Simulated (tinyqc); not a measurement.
# Elastic trap-assisted tunnelling through a dielectric, step by step

Numbers from tinyqc (`OMP_NUM_THREADS=1 python tinyqc.py 2370170 2370171 out.jsonl`; about 0.06 s on one thread of a shared Intel Xeon 2.30GHz). Printed values are rounded.

Emitter at x = 0 (Fermi level 0), collector at x = t (Fermi level -V), band edge U(x) = phi - F x, F = V/t. A trap at x has the energy E = U(x) - Et. With G(u) = (4/(3 F)) sqrt(mo/C) max(u, 0)^1.5, C = hbar^2/(2 m0): S1 = G(phi - E) - G(Et), S2 = G(Et) - G(phi - V - E), T1,2 = exp(-S1,2). The steady rate through one trap is nu T1 T2 (f1 - f2)/(T1 + T2), f1 = f(E), f2 = f(E + V), f(y) = 1/(1 + exp(y/Vt)); both contacts offer states at E.

Values chosen for this exercise; dielectric values close to those of silicon dioxide: temperature T = 300 K; barrier above the emitter Fermi level phi = 3.14 eV; tunnelling mass mo = 0.48 m0; thickness t = 4.6 nm; trap depth below the band edge of the dielectric Et = 2.68 eV; trap density Nt = 2.6e18 cm^-3; attempt frequency nu = 1e13 1/s; points of the grid n = 11; voltage V = 2.1 V; left end of the grid xa = 1.53 nm; right end of the grid xb = 2.56 nm.

Constants: q = 1.602176634e-19 C, kB = 1.380649e-23 J/K, hbar = 1.054571817e-34 J s, m0 = 9.1093837015e-31 kg, Vt = kB T/q, hbar^2/(2 m0) = 0.0380998212 eV nm^2. Results are converted to the units shown.

Range of the model: Phonon-assisted (inelastic) capture, chains of traps and a spread of trap depths are left out.

## Rate through a trap near the best position

n equally spaced x from xa to xb, where nearly all of the current flows; J = q Nt times the integral of the rate, by Simpson's rule.

```
point    x (nm)      E (eV)        S1        S2    f1 - f2  rate (1/s)
0      1.530000  -0.2384783  18.89323  30.49622  0.9999014   0.5696555
1      1.633000  -0.2855000  20.24186  29.66192  0.9999840    1.312050
2      1.736000  -0.3325217  21.59977  28.81268  0.9999974    3.065421
3      1.839000  -0.3795435  22.96691  27.94877  0.9999996    7.228250
4      1.942000  -0.4265652  24.34322  27.07043  0.9999999    16.44176
5      2.045000  -0.4735870  25.72862  26.17789   1.000000    26.10637
6      2.148000  -0.5206087  27.12307  25.27138   1.000000    14.36402
7      2.251000  -0.5676304  28.52651  24.35111   1.000000    4.022262
8      2.354000  -0.6146522  29.93887  23.41728   1.000000   0.9932854
9      2.457000  -0.6616739  31.36011  22.47008          1   0.2401143
10     2.560000  -0.7086957  32.79016  21.50971          1  0.05746569
```

J = 3.232163e-7 A/cm^2

A converged quadrature gives 3.211e-7 A/cm^2; this grid is 0.67 % above that. The rate peaks at x = 2.05 nm; traps sink below the emitter Fermi level beyond x = 1.01 nm.

## The best-placed trap against direct tunnelling

xs = 2.05 nm

At x = xs: E, S1, S2 and the occupation (T1 f1 + T2 f2)/(T1 + T2). Direct tunnelling at E = 0 has S = (4/(3 F)) sqrt(mo/C) [phi^1.5 - max(phi - V, 0)^1.5].

E = -0.4758696 eV
S1 = 25.79611
S2 = 26.13421
occupation = 0.5837295
S of direct tunnelling = 46.68597

The harder of the two steps has S = 26.1, 56.0 % of the direct exponent: the trap splits one long tunnelling path into two short ones.
